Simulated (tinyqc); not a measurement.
Inside a calculation. Model: geometry relaxation of a small cluster. Computed by tinyqc, a small Python program that keeps every step. Command: `OMP_NUM_THREADS=1 python tinyqc.py 3003571 3003572 out.jsonl relax walk`. One thread of a shared host (Intel(R) Xeon(R) Processor @ 2.30GHz), about 0.01 s of CPU time with the checks. Intermediate numbers are printed to about 7 digits and carried at full precision; extremes and crossings named in words are read from the listed rows.

E = sum_(i<j) phi(r_ij), phi(r) = eps [exp(-2 alpha (r - r0)) - 2 exp(-alpha (r - r0))]; the force on i is -sum_j phi'(r_ij) (R_i - R_j)/r_ij.

Inputs (values chosen for the exercise, for model atoms):
```
quantity                 value           unit
length r0                 3.02       angstrom
well depth eps            0.54             eV
stiffness alpha            1.5     1/angstrom
step factor eta           0.13  angstrom^2/eV
largest number of steps    500              -
```

Potential: Morse. Method: FIRE.

starting positions (angstrom):
```
           x      y      z
atom 1  0.22    0.1   -0.1
atom 2  3.17  -0.05  -0.29
atom 3  1.33   2.43   0.12
atom 4  1.29   1.03   2.62
atom 5  1.75   0.93  -2.36
```

## Energy and forces at the start

Evaluate E and the forces at the starting positions.

distances (angstrom): 1-2 2.959916, 1-3 2.590251, 1-4 3.067279, 1-5 2.852613, 2-3 3.115140, 2-4 3.628898, 2-5 2.694754, 3-4 2.865589, 3-5 2.928617, 4-5 5.002200

energy at the start = -3.954889 eV

forces (eV/angstrom):
```
                x          y          z
atom 1  -1.646745  -2.646542   0.335900
atom 2   0.729069  -0.347387   1.600570
atom 3   1.275994   2.764556  -0.020489
atom 4   0.165377  -0.408769  -0.017581
atom 5  -0.523696   0.638142  -1.898400
```

## The first two steps

FIRE with unit mass: if F.v > 0, v = (1 - a) v + a |v| F/|F|, and after more than 5 such steps in a row dt = min(1.1 dt, 5 dt0), a = 0.99 a; else v = 0, a = 0.1, and dt = dt/2 (not at the first step). Then v = v + dt F, R(new) = R + dt v. dt0 = sqrt(eta), a = 0.1 at first. No atom moves more than 0.3 angstrom a step (the whole step is scaled). Stop when the largest force component is below 1e-5 eV/angstrom.

positions after step 1 (angstrom):
```
               x          y          z
atom 1  0.062421  -0.153250  -0.067857
atom 2  3.239765  -0.083242  -0.136840
atom 3  1.452101   2.694543   0.118039
atom 4  1.305825   0.990884   2.618318
atom 5  1.699887   0.991065  -2.541660
```

energy after step 1 = -4.560409 eV

positions after step 2 (angstrom):
```
               x          y          z
atom 1  0.082905  -0.139040  -0.067131
atom 2  3.216145  -0.068535  -0.127312
atom 3  1.455458   2.671774   0.110132
atom 4  1.309807   0.984200   2.598263
atom 5  1.695685   0.991602  -2.523951
```

energy after step 2 = -4.643305 eV

## All steps

The formulas are those given above.

Course of the relaxation:
```
step     E (eV)  largest force (eV/angstrom)  force calls
0     -3.954889                 2.764556e+00            1
1     -4.560409                 7.267735e-01            2
2     -4.643305                 6.346034e-01            3
3     -4.763414                 4.018237e-01            4
4     -4.833024                 4.256934e-01            5
5     -4.811800                 7.705444e-01            6
6     -4.827914                 6.864907e-01            7
7     -4.853364                 5.379389e-01            8
8     -4.878436                 3.563431e-01            9
...         ...                          ...          ...
91    -4.921649                 2.593252e-05           92
92    -4.921649                 2.491228e-05           93
93    -4.921649                 2.365839e-05           94
94    -4.921649                 2.218473e-05           95
95    -4.921649                 2.031753e-05           96
96    -4.921649                 1.799609e-05           97
97    -4.921649                 1.516490e-05           98
98    -4.921649                 1.178472e-05           99
99    -4.921649                 7.857116e-06          100
```

final positions (angstrom):
```
               x          y          z
atom 1  0.078946  -0.051856  -0.094959
atom 2  3.103045   0.080117   0.056633
atom 3  1.474005   2.635740   0.032326
atom 4  1.432047   0.834737   2.437318
atom 5  1.671955   0.941262  -2.441318
```

final energy = -4.921649 eV

steps = 99

largest force at the end = 7.857116e-06 eV/angstrom

Converged in 99 steps.

## Curvatures at the end

Hessian at the final positions by central differences of the forces; six eigenvalues vanish (translations and rotations). Steepest descent is stable for eta below 2/lambda_max and contracts the softest mode by 1 - eta lambda_min a step.

non-zero eigenvalues (eV/angstrom^2): 1.46917  1.46919  3.20769  4.78172  4.78175  5.02702  5.02704  8.56921  10.36357

condition number = 7.054017

largest stable eta = 0.1929838 angstrom^2/eV

contraction of the softest mode = 0.8090076

All are positive, so the end point is a minimum.

## Four methods from the same start

Steepest descent: R(new) = R + eta F. Conjugate gradient (Polak-Ribiere): d = F + beta d(old), beta = max(0, F.(F - F(old))/|F(old)|^2), d = F at first; step length from one secant, s = eta (F.d)/(F.d - F(R + eta d).d), replaced by eta if that is not positive; R(new) = R + s d. BFGS: R(new) = R + B F with the inverse Hessian B = eta 1 at first; with s = R(new) - R, y = F - F(new), rho = 1/(y.s): B(new) = (1 - rho s y^T) B (1 - rho y s^T) + rho s s^T, skipped if y.s is not positive. In this comparison each method may take up to 1500 steps.

Cost:
```
method              steps  force calls  final E (eV)  calls to reach 1e-2
steepest descent       48           49     -4.921649                   16
conjugate gradient     18           37     -4.921649                   19
BFGS                   17           18     -4.921649                   11
FIRE                   99          100     -4.921649                   38
```

In force calls the order is BFGS (18), conjugate gradient (37), steepest descent (49), FIRE (100). All that converged end at the same energy. Near the minimum steepest descent multiplies the slowest mode by 0.809 in size a step, 11 steps a decade of force, at a condition number of 7.1. On this problem it beats FIRE in force calls.

Checks made by the program: forces against finite differences of E (relative difference 2e-10).
